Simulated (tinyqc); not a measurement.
Inside a calculation. Method: bound state in one dimension: Numerov shooting, finite differences, DVR. Computed by tinyqc, a small Python program that keeps every step. Settings: points = 96. Command: `OMP_NUM_THREADS=1 python tinyqc.py 30784 30785 out.jsonl` (the two numbers bound the seeds that draw the settings). One thread of a shared host (Intel(R) Xeon(R) Processor @ 2.60GHz), about 0.01 s of CPU time with the checks.

## Numerov steps at E = -5.7

One particle of mass 1 in V = -5.82 exp(-x^2/2.33^2) (atomic units), psi = 0 at both ends:
```
parameter                value
left end                    -7
right end                    7
intervals                   96
h                     0.145833
state sought (nodes)         2
```

k_i = 2 m (E - V_i); (1 + h^2 k_(i+1)/12) y_(i+1) = 2 (1 - 5 h^2 k_i/12) y_i - (1 + h^2 k_(i-1)/12) y_(i-1), from y_0 = 0, y_1 = 0.001.

Points along the way:
```
i          x         V          k            y
0   -7.00000  -0.00070  -11.39860      0.00000
1   -6.85417  -0.00102  -11.39797      0.00100
2   -6.70833  -0.00146  -11.39708      0.00225
3   -6.56250  -0.00209  -11.39582      0.00405
4   -6.41667  -0.00296  -11.39408      0.00686
5   -6.27083  -0.00416  -11.39168      0.01136
32  -2.33333  -2.13494   -7.13013   4156.20664
33  -2.18750  -2.41060   -6.57879   6192.25446
34  -2.04167  -2.70062   -5.99875   9099.54755
35  -1.89583  -3.00193   -5.39615  13172.42874
36  -1.75000  -3.31080   -4.77840  18760.67305
37  -1.60417  -3.62296   -4.15409  26256.97956
```

## Bisection on the node count

With more sign changes than the state has nodes (the last point included) the energy is too high, else too low; the bracket starts as -5.7 to -0.05.

Trials:
```
trial           E  sign changes  y at the right end   next
1      -2.8750000             2            2.79e+06  raise
2      -1.4625000             4            8.77e+02  lower
3      -2.1687500             3           -9.15e+04  lower
4      -2.5218750             3           -2.08e+05  lower
5      -2.6984375             2            3.18e+05  raise
6      -2.6101563             3           -7.01e+04  lower
7      -2.6542969             2            8.19e+04  raise
8      -2.6322266             3           -3.04e+03  lower
9      -2.6432617             2            3.70e+04  raise
10     -2.6377441             2            1.64e+04  raise
11     -2.6349854             2            6.54e+03  raise
12     -2.6336060             2            1.71e+03  raise
13     -2.6329163             3           -6.73e+02  lower
14     -2.6332611             2            5.19e+02  raise
...           ...           ...                 ...    ...
28     -2.6331111             3           -6.84e-02  lower
29     -2.6331111             3           -3.21e-02  lower
30     -2.6331111             3           -1.39e-02  lower
```

eigenvalue = -2.6331111 hartree

## The same grid by other methods

Three-point finite differences and the sine-DVR kinetic matrix of Colbert and Miller on the same points.

Lowest levels (hartree):
```
state  finite differences       DVR
0                -5.12377  -5.12256
1                -3.80645  -3.80123
2                -2.64416  -2.63304
3                -1.64911  -1.63264
4                -0.84110  -0.82228
```
